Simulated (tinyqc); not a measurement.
Worked calculation: two-valley model of the transferred-electron effect. Computed by tinyqc, a small Python program that keeps every step. Command: `OMP_NUM_THREADS=1 python tinyqc.py 3017003 3017004 out.jsonl gunn walk`. One thread of a shared host (Intel(R) Xeon(R) Processor @ 2.30GHz), about 0.01 s of CPU time with the checks. Intermediate numbers are printed to about 5 digits and carried at full precision; extremes and crossings named in words are read from the listed rows.

Both kinds of valley share one electron temperature T_e, and each has a constant mobility.

Inputs (values chosen for the exercise, modelled on GaN): central-valley mass m1 = 0.21 m_0; satellite-valley mass m2 = 0.45 m_0; satellite valleys Z = 6; valley separation dE = 1.1 eV; central-valley mobility mu1 = 1000 cm^2/(V s); satellite-valley mobility mu2 = 64 cm^2/(V s); energy relaxation time tau_E = 0.09 ps; lattice temperature T = 150 K; electric field F = 27 kV/cm; iteration cap = 600; doping n = 4.7e+16 1/cm^3; device length L = 27 micrometre; permittivity eps = 9.7.

Solver: bisection.

Constants: k_B = 8.617333262e-05 eV/K; eps_0 = 8.8541878128e-12 F/m; e = 1.602176634e-19 C.

## Equilibrium

Density-of-states ratio R = Z (m2/m1)^(3/2); n2/n1 = R exp(-dE/(k_B T_e)); mean mobility mu = (mu1 + mu2 n2/n1)/(1 + n2/n1); energy balance e mu F^2 = (3/2) k_B (T_e - T)/tau_E; v = mu F.

R = 18.821

n2/n1 without field = 2.0714e-36

low-field mobility = 1000 cm^2/(V s)

dE is 85.1 k_B T, so the satellites are empty without field.

## Electron temperature

Bisection on h(T_e) = T_out(T_e) - T_e between T and T_out(T), with T_out = T + (2/3) e mu(T_e) F^2 tau_E/k_B; stop when the bracket is below 1e-6 K.

Course of the iteration:
```
iteration  T_e (K)  mu (cm^2/(V s))  bracket (K)
1           403.79           1000.0   2.5379e+02
2           530.69           1000.0   1.2690e+02
3           594.13           1000.0   6.3448e+01
4           625.86           1000.0   3.1724e+01
5           641.72           1000.0   1.5862e+01
6           649.65           1000.0   7.9310e+00
7           653.62           1000.0   3.9655e+00
...            ...              ...          ...
23          657.58           1000.0   6.0508e-05
24          657.58           1000.0   3.0254e-05
25          657.58           1000.0   1.5127e-05
26          657.58           1000.0   7.5636e-06
27          657.58           1000.0   3.7818e-06
28          657.58           1000.0   1.8909e-06
29          657.58           1000.0   9.4544e-07
```

electron temperature T_e = 657.58 K

Converged in 29 iterations.

## Velocity

The formulas are those given above.

share in the satellites = 6.9842e-06 %

mean mobility = 1000.00 cm^2/(V s)

drift velocity = 2.7000 1e7 cm/s

## Peak, valley and negative differential mobility

Using T_e as the parameter, F(T_e) = sqrt(3 k_B (T_e - T)/(2 e mu tau_E)) and v = mu F; find the first maximum and the next minimum of v, and the most negative dv/dF between them.

threshold field = 80.910 kV/cm

peak velocity = 5.7718 1e7 cm/s

T_e at the threshold = 3401.5 K

field of the velocity minimum = 193.90 kV/cm

valley velocity = 5.3899 1e7 cm/s

peak-to-valley ratio = 1.0708

most negative differential mobility = -58.405 cm^2/(V s)

At the threshold k_B T_e is dE/3.8. The field of this run lies below the threshold. Caution: T_e at the threshold exceeds 3000 K, outside the range of a Maxwellian in parabolic valleys.

## Does a domain form?

Space charge grows at the rate n e |mu_d|/(eps eps_0) during the transit time L/v, with v the valley velocity; Kroemer's criterion asks n L > eps eps_0 v/(e |mu_d|). Transit frequency v/L.

critical n L = 4.9470e+12 1/cm^2

n L of the device = 1.2690e+14 1/cm^2

transit frequency = 19.963 GHz

n L is 25.7 times the critical product: a domain can mature if the bias field lies in the region of negative slope.

## Velocity against field

The formulas are those given above.

The curve:
```
F (kV/cm)  T_e (K)  share in the satellites (%)  v (1e7 cm/s)  low-field line (1e7 cm/s)
2.7            155                   3.3571e-33        0.2700                       0.27
6.8            182                   7.0330e-28        0.6800                       0.68
14.0           286                   8.3680e-17        1.4000                       1.40
19.0           401                   2.8974e-11        1.9000                       1.90
27.0           658                   6.9842e-06        2.7000                       2.70
38.0          1155                   2.9873e-02        3.7989                       3.80
54.0          2101                   4.1510e+00        5.1902                       5.40
81.0          3405                   3.0709e+01        5.7718                       8.10
140.0         5504                   6.4924e+01        5.4924                      14.00
270.0        10570                   8.4906e+01        5.5425                      27.00
```

v falls between 81 and 140 kV/cm, while the share in the slow valleys goes from 31 to 65 %: transfer outruns the rise of the field. With constant mobilities n2/n1 tends to R and v ends on the line (mu1 + R mu2) F/(1 + R), a mobility of 111; real satellites saturate instead. Rows with T_e above 3000 K lie outside the range of a Maxwellian in parabolic valleys.

Checks made by the program: field recovered from T_e by the energy balance (relative difference below 1e-10).
